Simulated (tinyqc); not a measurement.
Absorption edge of a degenerate semiconductor, band filling against gap narrowing: one step of the calculation.

n-type, parabolic bands, full ionisation. eta = (EF - Ec)/kB T solves N = Nc F12(eta), F12(x) = (2/sqrt(pi)) int_0^infinity sqrt(u)/(1 + exp(u - x)) du. The gap shrinks rigidly by dEg = a3 y^(1/3) + a4 y^(1/4) + a2 y^(1/2), y = N/1e18 cm^-3, an empirical law that is here taken as the true narrowing.

Problem. The optical edge. Vertical transitions need an empty final state: the edge is taken where the state lies 4 kB T below EF, E_opt = Eg - dEg + (1 + me/mh) max(eta - 4, 0) kB T; wavelength h c/(q E_opt).

Values chosen for this exercise; band and dielectric values close to those of indium phosphide: temperature T = 300 K; band gap Eg = 1.36 eV; electron mass me = 0.0815 m0; hole mass mh = 0.591 m0; ionised donor density N = 9.3e18 cm^-3; coefficient of (N/1e18)^(1/3) a3 = 16.6 meV; coefficient of (N/1e18)^(1/4) a4 = 2.8 meV; coefficient of (N/1e18)^(1/2) a2 = 4.3 meV.

Constants: q = 1.602176634e-19 C, kB = 1.380649e-23 J/K, h = 6.62607015e-34 J s, c = 299792458 m/s, Vt = kB T/q. Results are converted to the units shown.

converged eta = 7.5418191

Give: dEg; EF - Ec; filling shift; E_opt; wavelength.

Solution.

dEg = 52.91 meV
EF - Ec = 195.0 meV
filling shift = 104.2 meV
E_opt = 1.411 eV
wavelength = 878.5 nm

The edge lies 51.3 meV above the undoped gap: filling outweighs narrowing.

Range of the model: Band tails, non-parabolic bands and incomplete ionisation are left out.

tinyqc, about 0.01 s, one thread, Intel Xeon 2.30GHz (shared host): `OMP_NUM_THREADS=1 python tinyqc.py 2330009 2330010 out.jsonl`
